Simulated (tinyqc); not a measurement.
Pariser-Parr-Pople SCF with singles CI, for the molecule C=Cc1ccccc1N (SMILES; centres numbered as the heavy atoms are written), step by step. Computed by tinyqc, a small Python program that keeps every step. Settings: charge = 0, gamma = MN, start = huckel, damping = 0.3, iteration cap = 69, excitations kept = 4. Command: `OMP_NUM_THREADS=1 python tinyqc.py 24782 24783 out.jsonl` (the two numbers bound the seeds that draw the settings). One thread of a shared host (Intel(R) Xeon(R) Processor @ 2.60GHz), about 0.02 s of CPU time with the checks. Later iterations appear only in the table of the cycle.

## PPP integrals

Centres (angstrom, eV; a flat drawing with bonds scaled to 1.40 angstrom):
```
centre          x          y  core charge z          W   gamma_rr
1C      -2.756000  -0.226000              1  11.160000  11.130000
2C      -1.657000  -1.094000              1  11.160000  11.130000
3C      -0.357000  -0.577000              1  11.160000  11.130000
4C       0.742000  -1.445000              1  11.160000  11.130000
5C       2.043000  -0.927000              1  11.160000  11.130000
6C       2.245000   0.458000              1  11.160000  11.130000
7C       1.147000   1.326000              1  11.160000  11.130000
8C      -0.154000   0.809000              1  11.160000  11.130000
9N      -1.253000   1.677000              2  25.600000  16.800000
```

Resonance integrals (eV):
```
i  j       beta
1  2  -2.390000
2  3  -2.390000
3  4  -2.390000
4  5  -2.390000
5  6  -2.390000
6  7  -2.390000
7  8  -2.390000
8  9  -2.240000
8  3  -2.390000
```

Mataga-Nishimoto: gamma = 14.399645/(R + a), a = 2 x 14.399645/(gamma_rr + gamma_ss); H_rr = -W_r - sum_(s != r) z_s gamma_rs; H_rs = beta for bonds.

repulsion gamma_rs (eV), lower triangle:
```
           1C         2C         3C         4C         5C         6C         7C         8C
1C  11.130000
2C   5.344671  11.130000
3C   3.872631   5.347462  11.130000
4C   2.881032   3.872631   5.344671  11.130000
5C   2.343808   2.881349   3.871752   5.344883  11.130000
6C   2.270762   2.621410   3.517205   3.872198   5.346227  11.130000
7C   2.620967   2.881277   3.871553   3.517076   3.872541   5.346228  11.130000
8C   3.517205   3.872198   5.343977   3.871573   3.517377   3.872631   5.345617  11.130000
9N   4.166466   3.758305   4.165742   3.040396   2.752409   3.040825   4.165774   5.921975

           9N
9N  16.800000
```

core matrix H (eV), lower triangle:
```
            1C          2C          3C          4C          5C          6C          7C          8C
1C  -42.344008
2C   -2.390000  -45.497609
3C    0.000000   -2.390000  -50.660734
4C    0.000000    0.000000   -2.390000  -45.944858
5C    0.000000    0.000000    0.000000   -2.390000  -43.842755
6C    0.000000    0.000000    0.000000    0.000000   -2.390000  -44.088311
7C    0.000000    0.000000    0.000000    0.000000    0.000000   -2.390000  -46.946807
8C    0.000000    0.000000   -2.390000    0.000000    0.000000    0.000000   -2.390000  -52.344528
9N    0.000000    0.000000    0.000000    0.000000    0.000000    0.000000    0.000000   -2.240000

            9N
9N  -56.611892
```

## Starting guess

pi electrons, sum of z_r less the charge = 10

Orbitals of the Hueckel matrix of the beta values.

P at the start, lower triangle:
```
           1C         2C         3C         4C         5C         6C         7C        8C
1C   1.116909
2C   0.873353   1.000000
3C  -0.116909   0.453744   1.116909
4C  -0.258133   0.000000   0.619991   1.000000
5C   0.116909  -0.091887  -0.116909   0.671431   1.116909
6C   0.166246   0.000000  -0.253362   0.000000   0.615220   1.000000
7C  -0.116909   0.004771   0.116909  -0.309573  -0.116909   0.711878   1.116909
8C  -0.161476   0.000000   0.478148   0.000000  -0.212915   0.000000   0.529588  1.000000
9N   0.249476  -0.151341  -0.249476  -0.048211   0.249476  -0.151341  -0.249476  0.647691

          9N
9N  1.532363
```

## Iteration 1: Fock matrix

F_rr = H_rr + P_rr gamma_rr / 2 + sum_(s != r) P_ss gamma_rs; F_rs = H_rs - P_rs gamma_rs / 2; E = tr P (H + F) / 2 + core repulsion sum_(r<s) z_r z_s gamma_rs.

F (eV), lower triangle:
```
           1C         2C         3C         4C         5C         6C         7C         8C
1C  -5.859619
2C  -4.723893  -5.428809
3C   0.226373  -3.603191  -5.534445
4C   0.371845   0.000000  -4.046824  -5.019096
5C  -0.137006   0.132379   0.226322  -4.184359  -5.052137
6C  -0.188753   0.000000   0.445564   0.000000  -4.034553  -5.090289
7C   0.153207  -0.006873  -0.226310   0.544395   0.226368  -4.292930  -5.680699
8C   0.283971   0.000000  -3.667606   0.000000   0.374452   0.000000  -3.805487  -6.292214
9N  -0.519716   0.284393   0.519626   0.073291  -0.343330   0.230101   0.519630  -4.157806

            9N
9N  -10.945237
```

pi energy = -137.015694 eV

## Iteration 1: orbitals and new P

Diagonalise F (the basis is taken as orthonormal) and form P = 2 sum c c over the lowest orbitals; 0.3 of the old P is kept.

orbital energies (eV): -14.466156  -12.220459  -11.337979  -9.511168  -8.737774  -1.640761  -0.529850  0.727954  2.813649

P after iteration 1, lower triangle:
```
           1C         2C         3C         4C         5C         6C         7C        8C
1C   1.104889
2C   0.894178   0.982888
3C  -0.094416   0.423306   1.092340
4C  -0.237939   0.009482   0.615939   0.985892
5C   0.076043  -0.075428  -0.077228   0.679714   1.066204
6C   0.168759  -0.012740  -0.274426   0.018835   0.629215   0.984919
7C  -0.070671  -0.001349   0.072137  -0.316135  -0.079371   0.698382   1.098182
8C  -0.198982   0.016785   0.528003  -0.001379  -0.260081   0.008140   0.571135  0.989442
9N   0.203142  -0.114387  -0.234434  -0.026377   0.202736  -0.099481  -0.237794  0.526778

          9N
9N  1.695244
```

## Iteration 2: Fock matrix

As before.

F (eV), lower triangle:
```
           1C         2C         3C         4C         5C         6C         7C         8C
1C  -5.714431
2C  -4.779545  -5.442617
3C   0.182820  -3.521806  -5.584397
4C   0.342756  -0.018360  -4.035995  -5.270750
5C  -0.089115   0.108668   0.149504  -4.206495  -5.324292
6C  -0.191606   0.016698   0.482606  -0.036467  -4.071962  -5.304208
7C   0.092613   0.001943  -0.139641   0.555935   0.153683  -4.256855  -5.665363
8C   0.349930  -0.032498  -3.800819   0.002669   0.457401  -0.015762  -3.916535  -6.017710
9N  -0.423191   0.214951   0.488297   0.040099  -0.279007   0.151252   0.495297  -3.799784

            9N
9N  -10.162632
```

pi energy = -137.455332 eV

## Iteration 2: orbitals and new P

As before.

orbital energies (eV): -14.099933  -11.925430  -11.438974  -9.583585  -8.680519  -1.588443  -0.500259  0.622397  2.708345

P after iteration 2, lower triangle:
```
           1C         2C         3C         4C         5C         6C         7C        8C
1C   1.084579
2C   0.906502   0.984041
3C  -0.079813   0.403997   1.080729
4C  -0.228360   0.010313   0.616142   0.985185
5C   0.057946  -0.066010  -0.063342   0.681927   1.050172
6C   0.166979  -0.013543  -0.284817   0.019094   0.635614   0.984210
7C  -0.053633  -0.004738   0.059686  -0.319074  -0.065211   0.692202   1.085559
8C  -0.209673   0.017782   0.549364  -0.000417  -0.276693   0.010971   0.587852  0.986789
9N   0.180137  -0.094119  -0.227868  -0.020594   0.183282  -0.078050  -0.232183  0.476416

          9N
9N  1.758735
```

## Convergence

Stop when output and input P, before any damping, agree to 1e-7.

Course of the cycle:
```
iteration         E (eV)  largest |P(out) - P(in)|
1          -137.01569412                  2.33e-01
2          -137.45533166                  9.07e-02
3          -137.61164845                  3.80e-02
4          -137.66584997                  1.70e-02
5          -137.68436155                  8.07e-03
6          -137.69064269                  4.01e-03
7          -137.69277379                  2.39e-03
8          -137.69350066                  1.48e-03
9          -137.69375114                  9.25e-04
10         -137.69383880                  5.82e-04
11         -137.69387013                  3.68e-04
...                  ...                       ...
24         -137.69388892                  2.47e-06
25         -137.69388892                  1.74e-06
26         -137.69388892                  1.23e-06
27         -137.69388892                  8.68e-07
28         -137.69388892                  6.12e-07
29         -137.69388892                  4.32e-07
30         -137.69388892                  3.05e-07
31         -137.69388892                  2.15e-07
32         -137.69388892                  1.51e-07
33         -137.69388892                  1.07e-07
34         -137.69388892                  7.53e-08
```

Converged in 34 iterations.

## Converged orbitals

Charges are z - P_rr.

orbital energies (eV): -13.949043  -11.641983  -11.495852  -9.606645  -8.600785  -1.578605  -0.442432  0.552810  2.691005

coefficients:
```
         MO1        MO2        MO3        MO4        MO5        MO6        MO7        MO8
1C  0.122258  -0.225521  -0.383141  -0.406036   0.387427   0.543522   0.068173  -0.392909
2C  0.246676  -0.307723  -0.474142  -0.302214   0.149024  -0.400990  -0.054556   0.517880
3C  0.454551  -0.219121  -0.280308   0.224934  -0.387528  -0.321806  -0.017556  -0.356802
4C  0.306475  -0.382620   0.081860   0.498012   0.002839   0.372924  -0.459758   0.025513
5C  0.241821  -0.351320   0.402588   0.194783   0.372117   0.050129   0.503211   0.324236
6C  0.255886  -0.136478   0.508816  -0.335885   0.197466  -0.407007  -0.071045  -0.481242
7C  0.338721   0.134772   0.322247  -0.479501  -0.263459   0.248153  -0.418672   0.335640
8C  0.516256   0.357800  -0.054015  -0.031315  -0.308778   0.230462   0.535835   0.008565
9N  0.344169   0.609752  -0.124042   0.252049   0.579041  -0.135274  -0.244981   0.003715

          MO9
1C   0.134124
2C  -0.272281
3C   0.484612
4C  -0.392236
5C   0.344593
6C  -0.320772
7C   0.338242
8C  -0.407322
9N   0.131218
```

pi charges: 1C -0.055138, 2C 0.012211, 3C -0.067954, 4C 0.009900, 5C -0.040784, 6C 0.010381, 7C -0.072142, 8C 0.012433, 9N 0.191093

## Singles CI, singlets

Over the 4 single excitations with the smallest orbital gaps: A = (e_a - e_i) delta + 2 (ia|jb) - (ij|ab), with (pq|rs) = sum c_mp c_mq gamma_mn c_nr c_ns. f = 2/3 w |mu|^2 in atomic units, mu = sqrt2 sum c_ia sum_m c_mi c_ma R_m.

singlet CI matrix (eV), lower triangle:
```
           5>6       4>6       5>7       5>8
5>6   3.872075
4>6  -0.219939  5.281912
5>7   0.033862  0.444042  5.128146
5>8   0.071024  0.137463  0.190727  5.920823
```

singlet excitation energies (eV): 3.827055  4.779098  5.542904  6.053900

oscillator strengths: 0.306582  0.015343  0.801630  0.909468

## Singles CI, triplets

Over the 4 single excitations with the smallest orbital gaps: A = (e_a - e_i) delta - (ij|ab), with (pq|rs) = sum c_mp c_mq gamma_mn c_nr c_ns.

triplet CI matrix (eV), lower triangle:
```
           5>6        4>6       5>7       5>8
5>6   2.518243
4>6   0.458825   3.324837
5>7  -0.343214   0.050640  3.355169
5>8   0.031961  -0.491131  0.036620  4.792551
```

triplet excitation energies (eV): 2.192302  3.325861  3.525555  4.947082
